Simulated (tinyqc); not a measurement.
Worked calculation: vibrations of a mass or spring defect in a linear chain. Computed by tinyqc, a small Python program that keeps every step. Command: `OMP_NUM_THREADS=1 python tinyqc.py 3028785 3028786 out.jsonl localmode walk`. One thread of a shared host (Intel(R) Xeon(R) Processor @ 2.30GHz), about 0.01 s of CPU time with the checks. Intermediate numbers are printed to about 6 digits and carried at full precision; extremes and crossings named in words are read from the listed rows.

A ring of N atoms with nearest-neighbour springs k and motion along the chain. Atom 1 is the defect, of mass M', and its two springs are k'. Odd sites are A (the defect replaces an A atom), even sites B.

Inputs (values chosen for the exercise, for a model chain):
```
quantity                         value           unit
spring constant k                 4.28  eV/angstrom^2
mass M_A                          94.7              u
mass M_B                          47.1              u
defect mass M'                    26.9              u
spring ratio k'/k at the defect      1              -
atoms in the ring N                  6              -
isotope mass step                    1              u
```

Host: diatomic.

Constants: nu for 1 eV/(angstrom^2 u) = 15.6333042 THz.

## Band edges of the host

Host bands: lambda from 0 to 2k/M(heavy) and from 2k/M(light) to 2k (1/M_A + 1/M_B). nu = 15.6333042 THz x sqrt(lambda), lambda in eV/(angstrom^2 u).

band edges (THz): 0.00000  4.70016  6.66465  8.15531

## Dynamical matrix of the ring

D_ii = (sum of the two springs at i)/M_i, D_ij = -k_ij/sqrt(M_i M_j) for neighbours, closed into a ring.

D (eV/(angstrom^2 u)):
```
           1          2          3          4          5          6
1   0.318216  -0.120242   0.000000   0.000000   0.000000  -0.120242
2  -0.120242   0.181741  -0.064085   0.000000   0.000000   0.000000
3   0.000000  -0.064085   0.090391  -0.064085   0.000000   0.000000
4   0.000000   0.000000  -0.064085   0.181741  -0.064085   0.000000
5   0.000000   0.000000   0.000000  -0.064085   0.090391  -0.064085
6  -0.120242   0.000000   0.000000   0.000000  -0.064085   0.181741
```

## Frequencies of the ring

Diagonalise D and leave out the zero eigenvalue of the uniform shift.

nonzero frequencies (THz): 3.7445  4.8036  7.2449  7.6631  10.3393

2 mode(s) lie outside the host bands, at 4.804, 10.339 THz.

## The highest mode of a long ring

The same matrix for 120 atoms; amplitudes are the mass-weighted eigenvector, in size, relative to the defect, for the highest mode; its weight is the squared component of the normalised eigenvector on the defect.

highest frequency, long ring = 10.3370 THz

weight of the highest mode on the defect = 0.662493

amplitudes on atoms 1 to 8: 1.00000e+00  4.94792e-01  9.61123e-02  2.53456e-02  4.92333e-03  1.29832e-03  2.52196e-04  6.65062e-05

ratio to the top of the host band = 1.26752

A local mode: it lies 26.8 % above the host band and its amplitude falls by a factor 19.52 every two atoms beyond the first neighbour.

## Convergence with the size of the ring

The formulas are those given above.

Highest mode:
```
N    frequency (THz)  weight on the defect  modes outside the bands
4            10.3805              0.642990                        2
6            10.3393              0.660435                        2
8            10.3371              0.662337                        2
12           10.3370              0.662492                        2
20           10.3370              0.662493                        2
40           10.3370              0.662493                        2
80           10.3370              0.662493                        2
120          10.3370              0.662493                        2
```

The local mode is within 0.01 % of its final value from N = 8 on, and its weight on the defect settles at 0.662: a bound mode needs only a cell larger than its decay length. In the 120-atom ring the modes outside the host bands lie at 5.3114, 10.3370 THz; one close to a band edge can be missing in a short ring.

## Isotope shift of the local mode

Raise M' by the isotope step in the 120-atom ring. First order, good only for a step much smaller than M': Delta nu/nu = -(1/2) (weight on the defect) Delta M'/M'; a defect vibrating against fixed neighbours would give sqrt(M'/(M' + step)) - 1.

shift, exact = -1.19019 %

shift, first order = -1.23140 %

shift, fixed neighbours = -1.80847 %

The shift is 66 % of the fixed-neighbour value; all other atoms together carry 34 % of the kinetic energy of the mode.

Checks made by the program: sum of eigenvalues against the trace of D (relative difference below 1e-10).
